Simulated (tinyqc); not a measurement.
Inputs raised by 10 %, one at a time: single-band model of a thermoelectric material. Computed by tinyqc, a small Python program. Command: `OMP_NUM_THREADS=1 python tinyqc.py 3029171 3029172 out.jsonl thermo sens`. One thread of a shared host (Intel(R) Xeon(R) Processor @ 2.30GHz), about 0.05 s of CPU time with the checks.

One spherical band, one scattering law, no minority carriers and no phonon drag. In a real material minority carriers limit |S| to about E_g/(2 e T), so larger values are formal. eta = E_F/(k_B T) is counted from the band edge; f = 1/(1 + exp(x - eta)).

Inputs (values chosen for the exercise, for a model material):
```
quantity,value,unit
density-of-states mass m,0.26,m_0
mobility parameter mu_300,1000,cm^2/(V s)
temperature exponent p,1.5,-
lattice thermal conductivity kappa_L,1.2,W/(m K)
carrier density n,1.2e+18,1/cm^3
temperature T,650,K
```

Band: parabolic. Scattering: constant relaxation time, r = 0.

Constants: m_0 = 9.1093837015e-31 kg; k_B = 1.380649e-23 J/K; hbar = 1.054571817e-34 J s; k_B = 8.617333262e-05 eV/K; e = 1.602176634e-19 C.

Method:
- With x = E/(k_B T), a = alpha k_B T (0 for a parabolic band), G = x (1 + a x), D = 1 + 2 a x and <y> = int y f (1 - f) dx, f = 1/(1 + exp(x - eta)): tau = tau_0 G^r/D; transport function s = G^(3/2 + r)/D^2; n = N_0 <G^(3/2)> with N_0 = (2 m k_B T)^(3/2)/(3 pi^2 hbar^3).
- Integrals over x = E/(k_B T) use 160 Gauss-Legendre points in u = sqrt(x) from 0 to sqrt(max(eta, 0) + 32).
- Solve for eta.
- sigma = e mu_0 N_0 <s> with mu_0 = e tau_0/m = mu_300 (T/300 K)^(-p); |S| = (k_B/e)(<x s>/<s> - eta); Lorenz number L = (k_B/e)^2 (<x^2 s>/<s> - (<x s>/<s>)^2); kappa_e = L sigma T; zT = S^2 sigma T/(kappa_L + kappa_e).
- Hall factor r_H = <G^(3/2)> <G^(3/2 + 2r)/D^4>/<s>^2; drift mobility sigma/(n e) with n = N_0 <G^(3/2)>; power factor S^2 sigma.
- Quality factor B = (k_B/e)^2 e mu_0 N_0 T/kappa_L; zT and the power factor are maximised over eta between -8 and 30.

Runs:
```
input moved,from,to,zT,power factor (microwatt/(cm K^2)),density of the largest zT (1/cm^3),Lorenz number L (1e-8 V^2/K^2)
base run,-,-,0.5026,9.84,8.809e+18,1.866
density-of-states mass m (m_0),0.26,0.286,0.5335,10.45,9.410e+18,1.864
mobility parameter mu_300 (cm^2/(V s)),1000,1100,0.5497,10.83,8.370e+18,1.866
lattice thermal conductivity kappa_L (W/(m K)),1.2,1.32,0.4593,9.84,9.263e+18,1.866
carrier density n (1/cm^3),1.2e+18,1.32e+18,0.5278,10.40,8.809e+18,1.867
temperature T (K),650,715,0.5100,9.06,9.656e+18,1.864
temperature exponent p,1.5,1.65,0.4504,8.77,9.364e+18,1.866
```

Exponents ln(y'/y) / ln(x'/x):
```
input,zT,power factor,density of the largest zT,Lorenz number L
density-of-states mass m,0.625,0.624,0.693,-0.007
mobility parameter mu_300,0.940,1.000,-0.536,0.000
lattice thermal conductivity kappa_L,-0.945,0.000,0.528,0.000
carrier density n,0.513,0.574,0.000,0.005
temperature T,0.153,-0.876,0.964,-0.007
temperature exponent p,-1.151,-1.217,0.641,0.000
```

To which inputs is each result most sensitive?

Among the inputs moved here: zT answers most in size to temperature exponent p (exponent -1.151), next to lattice thermal conductivity kappa_L (-0.945). Power factor answers most in size to temperature exponent p (exponent -1.217), next to mobility parameter mu_300 (+1.000); its exponent is below 0.0005 for lattice thermal conductivity kappa_L. density of the largest zT answers most in size to temperature T (exponent +0.964), next to density-of-states mass m (+0.693); its exponent is below 0.0005 for carrier density n. Lorenz number L answers most in size to density-of-states mass m (exponent -0.007), and about equally to temperature T (-0.007); its exponent is below 0.0005 for mobility parameter mu_300, lattice thermal conductivity kappa_L, temperature exponent p.

Extremes, crossings and ranges named in words are read from the listed rows.
